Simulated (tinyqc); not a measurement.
Ionisation potential and affinity of a slab from the planar-averaged potential: one step. The dipole behind the step. Five cases, with inputs chosen for the exercise.

Question. A step dV of the mean electron energy from A to vacuum across an interface equals 4 pi (e^2/4 pi eps0) times a dipole per area p (in e angstrom per angstrom^2). For a change of 0.1 eV in dV, give the charge per area moved over 2 angstrom in a medium of dielectric constant eps: sigma = 0.1 eps/(4 pi (e^2/4 pi eps0) 2). 1 angstrom^-2 = 1e16 cm^-2.

Constants: e^2/(4 pi eps0) = 14.39964547 eV angstrom.

Case 1.

Values chosen (out of a larger set: gap near that of InAs; not measured data): eps = 2.7 (dielectric constant at the interface).

dV = vacuum - A = 10.61000 eV

Case 2.

Values chosen (out of a larger set: gap near that of Si; not measured data): eps = 1.2 (dielectric constant at the interface).

dV = vacuum - A = 7.13000 eV

Case 3.

Values chosen (out of a larger set: gap near that of Si; not measured data): eps = 2.8 (dielectric constant at the interface).

dV = vacuum - A = 5.46984 eV

Case 4.

Values chosen (out of a larger set: gap near that of Si; not measured data): eps = 1.7 (dielectric constant at the interface).

dV = vacuum - A = 7.37954 eV

Case 5.

Values chosen (out of a larger set: gap near that of Si; not measured data): eps = 1.3 (dielectric constant at the interface).

dV = vacuum - A = 4.79923 eV

Give: |p|; sigma.

Answer.

Case 1.

|p| = 0.05863 e/angstrom
sigma = 7.46e+12 e/cm^2

With about 7e14 atoms per cm^2 in a plane (as on a silicon (100) face), 1.1 % of an electron per atom shifts the line-up by 0.1 eV.

Case 2.

|p| = 0.03940 e/angstrom
sigma = 3.32e+12 e/cm^2

With about 7e14 atoms per cm^2 in a plane (as on a silicon (100) face), 0.5 % of an electron per atom shifts the line-up by 0.1 eV.

Case 3.

|p| = 0.03023 e/angstrom
sigma = 7.74e+12 e/cm^2

With about 7e14 atoms per cm^2 in a plane (as on a silicon (100) face), 1.1 % of an electron per atom shifts the line-up by 0.1 eV.

Case 4.

|p| = 0.04078 e/angstrom
sigma = 4.70e+12 e/cm^2

With about 7e14 atoms per cm^2 in a plane (as on a silicon (100) face), 0.7 % of an electron per atom shifts the line-up by 0.1 eV.

Case 5.

|p| = 0.02652 e/angstrom
sigma = 3.59e+12 e/cm^2

With about 7e14 atoms per cm^2 in a plane (as on a silicon (100) face), 0.5 % of an electron per atom shifts the line-up by 0.1 eV.

Computed by tinyqc, one run a case: `OMP_NUM_THREADS=1 python tinyqc.py N N+1 out.jsonl` with N = 1851001, 1851166, 1880452, 1880802, 1880864; one thread of a shared Intel(R) Xeon(R) Processor @ 2.30GHz, about 0.01 s a run at most.
